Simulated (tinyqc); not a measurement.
# p-type polysilicon, carrier trapping at grain boundaries: effects of single changes

One-dimensional grains of size Lg, uniform ionised doping N, monovalent traps Qt at each boundary at a depth Et below (for electrons) or above (for holes) the band edge there, abrupt depletion of width W on each side of a boundary, Boltzmann statistics. xi is the distance from the band edge at the grain centre to the Fermi level. Trapped charge Qt/(1 + exp((xi + VB - Et)/Vt)) = 2 N W, barrier VB = q N W^2/(2 eps0 eps_r).

Parameters, values chosen for the exercise; values of the order met in polycrystalline silicon: temperature T = 400 K; relative permittivity eps_r = 11.7; valence-band density of states at T NB = 4.08e19 cm^-3; grain size Lg = 26 nm; trap density of a grain boundary Qt = 1.3e12 cm^-2; depth of the trap level from the majority band edge at the boundary Et = 0.39 eV; mass for thermionic emission ms = 0.26 m0; correction factor of the emission rate fe = 0.5; mobility inside the grains mug = 97 cm^2/(V s); doping N = 1.1e17 cm^-3.

Constants: q = 1.602176634e-19 C, kB = 1.380649e-23 J/K, m0 = 9.1093837015e-31 kg, Vt = kB T/q, eps0 = 8.8541878128e-14 F/cm where lengths are in cm. Results are converted to the units shown.

Each table varies one quantity; the others keep the values above.

## Effect of the doping

If the trap equation with xi = Vt ln(NB/N) has a root W < Lg/2, the grain is partly depleted; otherwise W = Lg/2 and the trap equation gives xi = Et - VB + Vt ln(Qt/(N Lg) - 1). N* = Qt/Lg. n0 = NB exp(-xi/Vt); mean density n0 (1 - 2 W/Lg) by charge balance in a partly depleted grain, and n0 (sqrt(pi)/2) erf(u)/u with u = sqrt(VB/Vt) in a fully depleted one; v = sqrt(kB T/(2 pi ms m0)); barrier resistivity Vt exp(VB/Vt)/(q fe n0 v Lg); grain resistivity (1 - 2 W/Lg)/(q n0 mug); effective mobility 1/(q mean density total resistivity). Rows with xi above 0.45 V, towards mid-gap, are left out, since the other carrier type is ignored.

Effect of the doping:

| N (cm^-3) | N/N* | depleted share 2 W/Lg | VB (V) | xi (V) | mean density (cm^-3) | resistivity (ohm cm) | effective mobility (cm^2/(V s)) |
|---|---|---|---|---|---|---|---|
| 9.9e16 | 0.1980 | 1.000 | 0.01294 | 0.4253 | 1.587e14 | 221.1 | 177.8 |
| 2e17 | 0.4000 | 1.000 | 0.02614 | 0.3778 | 5.635e14 | 81.89 | 135.3 |
| 3.9e17 | 0.7800 | 1.000 | 0.05097 | 0.2954 | 5.158e15 | 15.40 | 78.58 |
| 7.8e17 | 1.560 | 0.6397 | 0.04171 | 0.1364 | 2.811e17 | 0.1465 | 151.6 |
| 1.6e18 | 3.200 | 0.3123 | 0.02040 | 0.1116 | 1.100e18 | 0.05834 | 97.24 |
| 3.1e18 | 6.200 | 0.1613 | 0.01053 | 0.08884 | 2.600e18 | 0.02931 | 81.91 |
| 6.2e18 | 12.40 | 0.08064 | 0.005269 | 0.06494 | 5.700e18 | 0.01465 | 74.76 |
| 1.2e19 | 24.00 | 0.04166 | 0.002722 | 0.04218 | 1.150e19 | 0.007589 | 71.52 |

As N goes from 9.9e16 to 1.2e19, VB goes from 0.0129 through a maximum of 0.0510 (at N = 3.9e17 among the rows listed) to 0.00272 V, the resistivity falls from 221 to 0.00759 ohm cm and the effective mobility moves up and down between 71.5 and 178 cm^2/(V s). The steepest fall of the resistivity among the rows, as N^(-6.7), lies between N = 3.9e17 and 7.8e17 cm^-3; N* = 5.00e17 cm^-3. While the grain is fully depleted VB grows as N; once the traps are full it falls as 1/N. For N = 6.2e18, 1.2e19 xi is under 2.5 Vt, where Boltzmann statistics begin to fail. For N = 9.9e16, 2e17, 1.6e18, 3.1e18, 6.2e18, 1.2e19 VB is below Vt, where abrupt depletion and thermionic emission are rough. For N = 7.8e17 the grain is near the changeover between partial and full depletion, within a few Debye lengths, where both limits are rough. For N = 9.9e16, 2e17, 7.8e17, 1.6e18 the effective mobility exceeds mug, since drift through the depleted part of the grain is left out.

## Effect of the grain size

Same model as above.

N* = Qt/Lg.

Results:

| Lg (nm) | N/N* | depleted share 2 W/Lg | VB (V) | xi (V) | mean density (cm^-3) | resistivity (ohm cm) | effective mobility (cm^2/(V s)) |
|---|---|---|---|---|---|---|---|
| 17 | 0.1438 | 1.000 | 0.006146 | 0.4453 | 9.429e13 | 497.0 | 133.2 |
| 31 | 0.2623 | 1.000 | 0.02044 | 0.4052 | 2.667e14 | 128.8 | 181.8 |
| 53 | 0.4485 | 1.000 | 0.05974 | 0.3374 | 1.444e15 | 32.94 | 131.2 |
| 94 | 0.7954 | 0.9043 | 0.1537 | 0.2039 | 1.053e16 | 5.950 | 99.63 |
| 290 | 2.454 | 0.2931 | 0.1537 | 0.2039 | 7.776e16 | 2.324 | 34.54 |
| 500 | 4.231 | 0.1700 | 0.1537 | 0.2039 | 9.130e16 | 1.594 | 42.90 |

Estimate the missing row, Lg = 160 nm.

Computed row:

| Lg (nm) | N/N* | depleted share 2 W/Lg | VB (V) | xi (V) | mean density (cm^-3) | resistivity (ohm cm) | effective mobility (cm^2/(V s)) |
|---|---|---|---|---|---|---|---|
| 160 | 1.354 | 0.5313 | 0.1537 | 0.2039 | 5.156e16 | 3.737 | 32.39 |

With this row back in the table: As Lg goes from 17 to 500, VB rises from 0.00615 to 0.154 V, the resistivity falls from 497 to 1.59 ohm cm and the effective mobility moves up and down between 32.4 and 182 cm^2/(V s). For Lg = 17, 31 VB is below Vt, where abrupt depletion and thermionic emission are rough. For Lg = 94 the grain is near the changeover between partial and full depletion, within a few Debye lengths, where both limits are rough. For Lg = 17, 31, 53, 94 the effective mobility exceeds mug, since drift through the depleted part of the grain is left out.

Numbers from tinyqc (`OMP_NUM_THREADS=1 python tinyqc.py 2830308 2830309 out.jsonl`; about 0.01 s on one thread of a shared Intel Xeon 2.30GHz).
